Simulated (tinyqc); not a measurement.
# Hot electrons in a saturated n-channel MOSFET, lucky-electron model: several studies

Beyond pinch-off the lateral field grows as Esat cosh(y/l) over the velocity-saturated region (pseudo-two-dimensional model). Impact ionisation in this region gives the substrate current, which biases the body forward through Rsub. Currents are per width. Local-field laws: they overstate ionisation when the field peak is narrower than an energy relaxation length.

Inputs (values chosen for the exercise); values close to those of silicon n-channel devices:
```
symbol  value        unit                                   meaning
L         0.8          um                            channel length
tox        20          nm                           oxide thickness
xj        310          nm                            junction depth
VT        0.5           V                                 threshold
mu        320  cm^2/(V s)                        effective mobility
vs      8.4e6        cm/s                       saturation velocity
Ai        2e6        1/cm                      ionisation prefactor
Bi       1.78       MV/cm                          ionisation field
Rd          0      ohm um     resistance of the lightly doped drain
Rsub    23000      ohm um                      substrate resistance
kb       0.24              fall of VT per volt of forward body bias
m           3                                     lifetime exponent
Hl      38000     s uA/um                         lifetime constant
Vd        4.2           V                             drain voltage
Vg        1.7           V                              gate voltage
```

Constants: eps0 = 8.8541878128e-14 F/cm where lengths are in cm. Results are converted to the units shown.

Each table varies one quantity; the others keep the values above.

## Effect of the drain voltage

Cox = 3.9 eps0/tox, l = sqrt(3 tox xj), Esat = 2 vs/mu. Overdrive g = Vg - VT + kb Vb; Vdsat = g Esat L/(g + Esat L); Id = Cox vs (g - Vdsat); dV = Vd - Id Rd - Vdsat; Em = sqrt((dV/l)^2 + Esat^2); Isub = Id (Ai/Bi) l Em exp(-Bi/Em). Vb = Rsub Isub is solved self-consistently. Lifetime tau = (Hl/Id)(Isub/Id)^(-m); 1 year = 3.15576e7 s.

Effect of the drain voltage:
```
Vd (V)	Id (uA/um)	Em (MV/cm)	Isub (uA/um)	Isub/Id	tau (years)
2.6	38.675	0.13301	1.2149e-4	3.1414e-6	1.0043e12
2.9	38.675	0.15346	8.3454e-4	2.1578e-5	3.0989e9
3.2	38.676	0.17429	0.0037915	9.8030e-5	3.3049e7
3.5	38.679	0.19538	0.012797	3.3084e-4	8.5968e5
3.8	38.686	0.21664	0.034704	8.9708e-4	43116
4.1	38.700	0.23803	0.079816	0.0020624	3546.8
4.4	38.726	0.25951	0.16171	0.0041756	427.08
4.7	38.769	0.28106	0.29661	0.0076507	69.357
```

As Vd goes from 2.6 to 4.7 V, Em rises from 0.133 to 0.281 MV/cm, Isub rises from 1.21e-4 to 0.297 uA/um and tau falls from 1.00e12 to 69.4 years. The slope of ln(tau) against 1/Vd is 145 V between the first two rows and 125 V between the last two. For Vd = 2.6 to 4.1 V tau is a far extrapolation that only says that hot carriers are no limit.

## Effect of the oxide thickness

Same model as above.

Effect of the oxide thickness:
```
tox (nm)	Id (uA/um)	Em (MV/cm)	Isub (uA/um)	Isub/Id	tau (years)
11	70.97	0.3268	1.137	0.01602	4.126
14	55.46	0.2909	0.4555	0.008214	39.18
17	45.58	0.2650	0.2065	0.004530	284.1
21	36.86	0.2396	0.08221	0.002230	2945
26	29.76	0.2165	0.03029	0.001018	3.836e4
32	24.17	0.1965	0.01072	4.434e-4	5.716e5
40	19.34	0.1773	0.003246	1.679e-4	1.316e7
```

As tox goes from 11 to 40 nm, Em falls from 0.327 to 0.177 MV/cm, Isub falls from 1.14 to 0.00325 uA/um and tau rises from 4.13 to 1.32e7 years. From the first row to the last, log10(tau) changes by 6.5: 5.9 from (Isub/Id)^(-m), which holds Em and l, and 0.56 from 1/Id. For tox = 21 to 40 nm tau is a far extrapolation that only says that hot carriers are no limit.

## Effect of the resistance of the lightly doped drain

Same model as above.

Effect of the resistance of the lightly doped drain:
```
Rd (ohm um)	Id (uA/um)	Em (MV/cm)	Isub (uA/um)	Isub/Id	tau (years)
0	38.707	0.24519	0.10227	0.0026422	1686.5
150	38.707	0.24477	0.10085	0.0026054	1759.0
300	38.707	0.24435	0.099438	0.0025690	1834.8
500	38.706	0.24380	0.097583	0.0025211	1941.4
800	38.705	0.24297	0.094851	0.0024506	2114.0
1200	38.704	0.24186	0.091301	0.0023590	2370.1
1600	38.703	0.24076	0.087857	0.0022700	2659.7
```

Read the table: what changes, and by how much?

As Rd goes from 0 to 1600 ohm um, Em falls from 0.245 to 0.241 MV/cm, Isub falls from 0.102 to 0.0879 uA/um and tau rises from 1690 to 2660 years. From the first row to the last, log10(tau) changes by 0.20: 0.20 from (Isub/Id)^(-m), which holds Em and l, and under 0.005 from 1/Id. The price is 0.0619 V dropped over Rd in the last row. In every row tau is a far extrapolation that only says that hot carriers are no limit.

tinyqc, about 0.01 s, one thread, Intel Xeon 2.30GHz (shared host): `OMP_NUM_THREADS=1 python tinyqc.py 2550014 2550015 out.jsonl`
